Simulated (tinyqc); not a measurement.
Comparisons within one model: thin-body film or fin with hard walls, valleys of the Si type. A value that a table varies takes the place of the one given here.

Six ellipsoidal valleys with their long axes along the cube axes, mass ml along the axis and mt across it. For a valley whose axis makes the angle theta with the surface normal, 1/m_z = cos^2(theta)/ml + sin^2(theta)/mt sets the confinement; in the plane the masses are m_1 = mt and m_2 = ml mt/m_z, and m_d = sqrt(m_1 m_2).

A film of thickness t between hard walls, flat band inside: E_n = c (n pi/t)^2/m_z above the bulk edge, c = hbar^2/2m0. Without degeneracy the sheet density is N2 exp((EF - Ec)/kB T) with N2 = sum_i g m_d/(2 pi c) kB T exp(-E_i/kB T) over n = 1 to 40 of each group; a classical film has t Nc with Nc = 2 g_all (m_dos kB T/(4 pi c))^(3/2), m_dos = (ml mt^2)^(1/3). The threshold shift is dVt = kB T ln(t Nc/N2).

Constants: hbar^2/2m0 = 3.80998211 eV angstrom^2; kB = 8.617333262e-05 eV/K.

Parameters, chosen for this exercise (near those of Si; shifted at random, so the results belong to these values and not to a real crystal):
```
symbol  value                           unit      meaning
ml      0.928                           m0        longitudinal mass
mt      0.188                           m0        transverse mass
face    110                                       face of the film or side wall of the fin
T       350                             K         temperature
g_all   6                                         number of valleys
ts      (15, 25, 35, 50, 80, 120, 200)  angstrom  thicknesses
Vox     1.81                            eV        barrier of an HfO2-like oxide
mox     0.22                            m0        mass in the oxide
t       106                             angstrom  body thickness
```

## Thinning the body

Valleys (masses in m0):
```
valleys g  cos^2(theta)      m_z      m_1      m_2      m_d
4               0.50000  0.31266  0.18800  0.55800  0.32389
2               0.00000  0.18800  0.18800  0.92800  0.41769
```

For each t: the lowest level E1, the share of its group, dVt, the sensitivity |dE1/dt| = 2 E1/t, and E1 for finite barriers from k t + 2 atan[(k/m_z)/(kappa/mox)] = pi with k = sqrt(m_z E/c), kappa = sqrt(mox (Vox - E)/c).

Results:
```
t (angstrom)  E1 (eV)  share of its group (%)  dVt (mV)  |dE1/dt| (meV/angstrom)  E1, finite barrier (meV)
15             0.5345                   100.0     499.8                    71.27                     314.0
25             0.1924                    99.1     172.8                    15.39                     138.7
35             0.0982                    93.1      86.8                     5.61                      77.5
50             0.0481                    81.8      43.4                     1.92                      40.7
80             0.0188                    72.3      20.2                     0.47                      16.9
120            0.0084                    69.5      11.9                     0.14                       7.8
200            0.0030                    68.1       6.6                     0.03                       2.9
```

dVt falls from 500 mV at 15 angstrom to 6.6 mV at 200. E1 exceeds kB T = 30.2 meV up to 50 angstrom of those listed. In the thinnest film dVt differs from E1/e by -35 mV, which comes from the count of states. The sensitivity goes as 1/t^3, so one angstrom of roughness moves E1 by 71.3 meV at the thin end and 0.03 meV at the thick end. Hard walls overestimate E1 by 70 % and 4 % at the two ends. Levels above about 0.2 eV already feel non-parabolicity.

## Which face

The same thickness on four faces; m_1 and m_2 are the in-plane masses of the lowest group.

Results:
```
face   valleys of lowest     m_z  E1 (eV)  share (%)  dVt (mV)    m_1    m_2
(100)                  2  0.9280   0.0036       41.5      13.2  0.188  0.188
(110)                  4  0.3127   0.0107       70.1      13.9  0.188  0.558
(111)                  6  0.2561   0.0131      100.0      14.0  0.188  0.681
(211)                  2  0.4014   0.0083       37.1      13.8  0.188  0.435
```

The threshold shift is smallest on (100) (13.2 mV) and largest on (111) (14.0 mV). The lowest E1 belongs to (100), the same face: the heavy m_z outweighs the smaller number of valleys. Since m_z m_1 m_2 = ml mt^2 on every face, a heavy confinement mass comes with light masses in the plane.

## What each parameter does

E1 is the lowest level, and the share is that of its group in N2. Each row changes one parameter from the base and keeps the others.

Results:
```
case              E1 (eV)  share (%)  dVt (mV)  Nc (1e19/cm^3)
base               0.0107       70.1      13.9           3.436
t = 112 angstrom   0.0096       69.8      12.9           3.436
T = 400 K          0.0107       69.8      14.6           4.198
ml = 1.021 m0      0.0105       70.2      13.8           3.604
mt = 0.169 m0      0.0117       70.5      14.7           3.089
```

The largest shifts from the base row, up to three for each result and ties (the steps differ in size, so this ranks the rows, not the parameters). E1 (eV): t -0.0011, mt +0.0010, ml -0.0002; unchanged at the printed digits by T. share (%): mt +0.4, T -0.3, t -0.3. dVt (mV): t -0.9, mt +0.9, T +0.7. Nc (1e19/cm^3): T +0.762, mt -0.347, ml +0.168; unchanged at the printed digits by t.

(tinyqc, `OMP_NUM_THREADS=1 python tinyqc.py 1250987 1250988 out.jsonl`, Intel(R) Xeon(R) Processor @ 2.30GHz, 1 thread, shared host, about 0.01 s.)
